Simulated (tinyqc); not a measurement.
Worked calculation: fitting sp3s* parameters to three gaps by Newton steps. Values are carried at full precision from step to step, so a last printed digit may differ when a step is redone from the rounded ones.

sp3s* tight binding, nearest neighbours only: anion (a) at 0, cation (c) at a/4 (1,1,1), orbitals s, px, py, pz, s* on each; k in units of 2 pi/a. With phases e_j = exp(i (pi/2) k.n_j) for n = (1,1,1), (1,-1,-1), (-1,1,-1), (-1,-1,1): g0 = (e1+e2+e3+e4)/4, g1 = (e1+e2-e3-e4)/4, g2 = (e1-e2+e3-e4)/4, g3 = (e1-e2-e3+e4)/4. The diagonal holds the levels Esa, Epa, Exa (s*) and Esc, Epc, Exc. Anion-cation block: <sa|sc> = Vss g0; <sa|xc> = Vsapc g1; <xa|sc> = -Vscpa g1; <xa|xc> = Vxx g0; <xa|yc> = <ya|xc> = Vxy g3, <xa|zc> = <za|xc> = Vxy g2, <ya|zc> = <za|yc> = Vxy g1; <s*a|xc> = Vxapc g1; <xa|s*c> = -Vpaxc g1; y and z take g2 and g3 in place of g1; s-s* and s*-s* vanish.

Gaps are level 5 at Gamma, X = (1,0,0) and L = (1/2,1/2,1/2) less level 4 at Gamma; no spin-orbit coupling. Free parameters: Vss, Vsapc and Vpaxc. H is linear in them, so by Hellmann-Feynman J_ij = <u|dH/dp_j|u> for level 5 at point i less the same for level 4 at Gamma. Newton: p(new) = p + J^-1 (target - gaps); stop when all misses are below 1e-7 eV.

Inputs chosen for the exercise (out of a larger set: near a published set for InAs, fitted to gaps, whose masses and valley positions are rough; not measured data): p = (-9.575, 0.908, -2.723, 3.733, 7.404, 6.725, -5.592, 1.842, 4.463, 3.03, 5.42, 3.387, 3.914) eV (start, order Esa, Epa, Esc, Epc, Exa, Exc, Vss, Vxx, Vxy, Vsapc, Vscpa, Vxapc, Vpaxc); tg = (0.2392, 2.3778, 1.4224) eV (target gaps at Gamma, X, L).

## Gaps of the starting set

Compute the gaps and the misses.

gaps (eV): Gamma 0.4098, X 2.2731, L 1.3582

target less gap (eV): Gamma -0.1706, X 0.1047, L 0.0642

## The Jacobian

Form J and its singular values.

J:
```
           Vss   Vsapc    Vpaxc
Gamma  -0.8527  0.0000   0.0000
X       0.0000  0.3408   0.0000
L      -0.1746  0.2704  -0.1408
```

singular values: 0.8732  0.4391  0.1067

The gap at Gamma answers to Vss. The condition number is 8.2.

## The first Newton step

Solve J dp = target less gap; the columns of J are Vss, Vsapc and Vpaxc.

dp (eV): Vss 0.200, Vsapc 0.307, Vpaxc -0.114

## The iteration

Repeat with J formed anew.

Newton steps (eV):
```
i      Vss   Vsapc   Vpaxc   Gamma       X       L  largest miss
0  -5.5920  3.0300  3.9140  0.4098  2.2731  1.3582          0.17
1  -5.3920  3.3371  3.7998  0.2401  2.3815  1.4226        0.0037
2  -5.3909  3.3270  3.7810  0.2392  2.3778  1.4224       1.3e-05
3  -5.3909  3.3270  3.7809  0.2392  2.3778  1.4224       3.0e-10
```

Converged in 3 steps; the miss goes 0.17, 0.0037, 1.3e-05, 3.0e-10, about squaring each time once it is small. The largest change is 0.297 eV in Vsapc, for a first miss of 0.171 eV.

## Checks

- J by Hellmann-Feynman against central differences: largest difference 1.8e-10.

(tinyqc, `OMP_NUM_THREADS=1 python tinyqc.py 1482508 1482509 out.jsonl`, Intel(R) Xeon(R) Processor @ 2.30GHz, 1 thread, shared host, about 0.2 s.)
